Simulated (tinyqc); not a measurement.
What each parameter does: hydrogenic donor in a hard-walled well (variational).

Trial function cos(pi z/L) exp(-r/lam), r measured from the donor at zi, walls at +/- L/2, one eps everywhere. Counted from the lowest subband, E(lam) = c/(m lam^2) - (q/eps) I0/I1, with I0 the integral of cos^2(pi z/L) exp(-2|z - zi|/lam) over the well and I1 the same with the factor (|z - zi| + lam/2); c = hbar^2/2m0, q = e^2/(4 pi eps0). The binding energy is -E at the minimum.

Constants: hbar^2/2m0 = 3.80998211 eV angstrom^2; e^2/(4 pi eps0) = 14.39964547 eV angstrom; Ry = 13.60569312 eV.

Values chosen for the exercise (near those of GaAs; the results hold for these values, not for the real material): m = 0.07 m0 (mass); eps = 12.9 (dielectric constant); L = 176 angstrom (well width); zi = 75 angstrom (position of the donor from the centre).

The minimum over lam; Ry* = Ry m/eps^2.

One parameter was then changed.

Results before and after:
```
case     binding (meV)  lam (angstrom)  binding/Ry*
base              5.75           142.1        1.005
changed           6.26           124.7        0.912
```

Which of these changes was made? (a) L = 229 angstrom; (b) zi = 38 angstrom; (c) m = 0.084 m0; (d) eps = 14.2.

Answer: (c) m = 0.084 m0. Of the candidates, run in turn, only this one gives the changed row.

All candidates:
```
case              binding (meV)  lam (angstrom)  binding/Ry*
base                       5.75           142.1        1.005
m = 0.084 m0               6.26           124.7        0.912
eps = 14.2                 4.99           151.9        1.057
L = 229 angstrom           6.27           123.1        1.096
zi = 38 angstrom           8.75            99.8        1.529
```

Run: tinyqc, `OMP_NUM_THREADS=1 python tinyqc.py 1251144 1251145 out.jsonl`; Intel(R) Xeon(R) Processor @ 2.30GHz, one thread, shared host; about 0.03 s of CPU time with all checks.
